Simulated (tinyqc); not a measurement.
From results back to parameters: static screening by free carriers. Five cases, with inputs chosen for the exercise.

Problem. At zero temperature the gas shows Friedel oscillations of period pi/kF and a Thomas-Fermi length 1/qTF; n and m are hidden.

kF = (3 pi^2 n/Mv)^(1/3), EF = c kF^2/m with c = hbar^2/2m0, n in 1/angstrom^3 (1e-24 per 1/cm^3), e2 = e^2/(4 pi eps0). Thomas-Fermi: qTF^2 = 6 pi e2 n/(eps EF). Debye: qD^2 = 4 pi e2 n/(eps kB T).

Constants: hbar^2/2m0 = 3.80998211 eV angstrom^2; e^2/(4 pi eps0) = 14.39964547 eV angstrom.

Case 1.

Values chosen (out of a larger set: near those of GaN; not measured data): Mv = 1 (valleys); eps = 9.7 (background dielectric constant).

period = 107.626 angstrom
1/qTF = 26.8203 angstrom

Case 2.

Values chosen (out of a larger set: a free-electron density near that of Ag; not measured data): Mv = 1 (valleys); eps = 1 (background dielectric constant).

period = 2.61146 angstrom
1/qTF = 0.587777 angstrom

Case 3.

Values chosen (out of a larger set: near those of InAs; not measured data): Mv = 1 (valleys); eps = 15.4 (background dielectric constant).

period = 123.943 angstrom
1/qTF = 97.6155 angstrom

Case 4.

Values chosen (out of a larger set: near those of SiC; not measured data): Mv = 3 (valleys); eps = 9.51 (background dielectric constant).

period = 25.9394 angstrom
1/qTF = 5.25184 angstrom

Case 5.

Values chosen (out of a larger set: near those of InAs; not measured data): Mv = 1 (valleys); eps = 15.5 (background dielectric constant).

period = 662.586 angstrom
1/qTF = 226.004 angstrom

Find: kF; n; m.

Solution. kF = pi/period and n = Mv kF^3/(3 pi^2); qTF^2 = 2 e2 Mv m kF/(pi eps c) then gives m.

Case 1.

kF = 0.02919 1/angstrom
n = 8.40e+17 1/cm^3
m = 0.192 m0

Case 2.

kF = 1.203 1/angstrom
n = 5.88e+22 1/cm^3
m = 1.000 m0

Case 3.

kF = 0.02535 1/angstrom
n = 5.50e+17 1/cm^3
m = 0.026 m0

Case 4.

kF = 0.1211 1/angstrom
n = 1.80e+20 1/cm^3
m = 0.394 m0

Case 5.

kF = 0.004741 1/angstrom
n = 3.60e+15 1/cm^3
m = 0.027 m0

Computed by tinyqc, one run a case: `OMP_NUM_THREADS=1 python tinyqc.py N N+1 out.jsonl` with N = 1652749, 1680079, 1680081, 1680106, 1680107; one thread of a shared Intel(R) Xeon(R) Processor @ 2.30GHz, about 0.01 s a run at most.
